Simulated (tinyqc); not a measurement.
Length of a polyene: Hueckel, PPP and singles CI along the polyenes. Computed by the program tinyqc. 

All-trans chains of carbon centres 1.40 angstrom apart:

| parameter | value |
|---|---|
| beta (eV), times 1 +/- alternation | -2.570000 |
| alternation | 0.090000 |
| W (eV) | 11.160000 |
| gamma_rr (eV) | 11.450000 |
| repulsion formula | MN |

Hueckel uses the same beta without repulsion; CIS keeps all single excitations and so misses the low, doubly excited 2Ag state. W is the valence ionisation energy of a centre, MN the Mataga-Nishimoto formula, f the oscillator strength.

Gaps and excitations (eV):

| centres | Hueckel gap | PPP orbital gap | bright singlet (CIS) | f | lowest triplet (CIS) |
|---|---|---|---|---|---|
| 2 | 5.603 | 11.021 | 8.618 | 0.739 | 2.587 |
| 4 | 3.732 | 8.595 | 6.117 | 1.117 | 1.728 |
| 6 | 2.878 | 7.393 | 4.984 | 1.550 | 1.345 |
| 8 | 2.395 | 6.684 | 4.328 | 1.954 | 1.140 |
| 10 | 2.087 | 6.222 | 3.904 | 2.331 | 1.016 |

The Hueckel gap tends to 4 x alternation x |beta| = 0.93 eV for long chains. Exchange opens the PPP orbital gap, and the attraction of electron and hole brings the bright state 2.32 eV below it at 10 centres; the triplet lies 2.89 eV lower still.
